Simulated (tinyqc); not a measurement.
Pair-potential crystal by lattice sums. Which input was changed? Computed by tinyqc, a small Python program. Command: `OMP_NUM_THREADS=1 python tinyqc.py 3010406 3010407 out.jsonl pairsum which`. One thread of a shared host (Intel(R) Xeon(R) Processor @ 2.30GHz), about 0.2 s of CPU time with the checks.

Energy per atom E = (1/2) sum over neighbours of phi(r); d is the nearest-neighbour distance.

Inputs (values chosen for the exercise, for model atoms): well depth eps = 0.368 eV; pair minimum r0 = 3.77 angstrom; cut-off r_c/r0 = 1.75; repulsive exponent n = 12; attractive exponent m = 7.

Potential: Mie n-m. Structure: bcc.

Constants: 1 eV/angstrom^3 = 160.2176634 GPa.

Method:
- phi0(r) = eps [m (r0/r)^n - n (r0/r)^m]/(n - m); shifted-force cut-off: phi(r) = phi0(r) - phi0(r_c) - (r - r_c) phi0'(r_c) for r < r_c, zero beyond.
- Shells (distance in units of d, count): fcc 1.0000 (12), 1.4142 (6), 1.7321 (24), 2.0000 (12), 2.2361 (24), 2.4495 (8), 2.6458 (48), 2.8284 (6), 3.0000 (36), 3.1623 (24); hcp 1.0000 (12), 1.4142 (6), 1.6330 (2), 1.7321 (18), 1.9149 (12), 2.0000 (6), 2.2361 (12), 2.3805 (12), 2.4495 (6), 2.5166 (6), 2.5820 (12), 2.6458 (24), 2.7080 (6), 2.8868 (12), 3.0000 (12), 3.1091 (24), 3.1623 (12); bcc 1.0000 (8), 1.1547 (6), 1.6330 (12), 1.9149 (24), 2.0000 (8), 2.3094 (6), 2.5166 (24), 2.5820 (24), 2.8284 (24), 3.0000 (32); sc 1.0000 (6), 1.4142 (12), 1.7321 (8), 2.0000 (6), 2.2361 (24), 2.4495 (24), 2.8284 (12), 3.0000 (30), 3.1623 (24); diamond 1.0000 (4), 1.6330 (12), 1.9149 (12), 2.3094 (6), 2.5166 (12), 2.8284 (24), 3.0000 (16). Volumes per atom in d^3: fcc 0.70711, hcp 0.70711, bcc 0.76980, sc 1.00000, diamond 1.53960; hcp has the ideal c/a. Every shell inside the cut-off is summed.
- Equilibrium: dE/dd = 0 at the lowest minimum with d between 0.78 r0 and 1.45 r0; B = d^2 E''(d)/(9 Omega).
- Unrelaxed vacancy: removing an atom breaks its bonds (2|E|) and placing it on the surface returns |E|, so E_v = |E|.
- At zero stress C_ijkl = (1/(2 Omega)) sum (phi'' - phi'/r) R_i R_j R_k R_l / r^2 over all neighbours, on cube axes; so C44 = C12 (Cauchy relation). C' = (C11 - C12)/2.

Question. One of these inputs alone was changed, within the range given: well depth eps (0.184 to 0.736); pair minimum r0 (1.885 to 7.54); repulsive exponent n (7.5 to 24); attractive exponent m (4 to 7.4). Which one, and to what value?

Results:
```
run     bulk modulus B (GPa)  C11 (GPa)  energy per atom (eV)
before              83.25875   71.40404             -1.790153
after               61.03544   54.32519             -1.550656
```

Answer.

Each candidate set to reproduce bulk modulus B, and what it then gives:
```
candidate                   range searched  value needed  C11 (GPa)  energy per atom (eV)
well depth eps (eV)         0.184 to 0.736        0.2698     52.345               -1.3123
pair minimum r0 (angstrom)   1.885 to 7.54         4.181     52.345               -1.7902
repulsive exponent n             7.5 to 24         8.633     55.378               -1.6760
attractive exponent m             4 to 7.4         5.130     54.325               -1.5507
```

Only attractive exponent m fits every result: it went from 7 to 5.13. The next best candidate, repulsive exponent n, misses one result by 8.1 %.
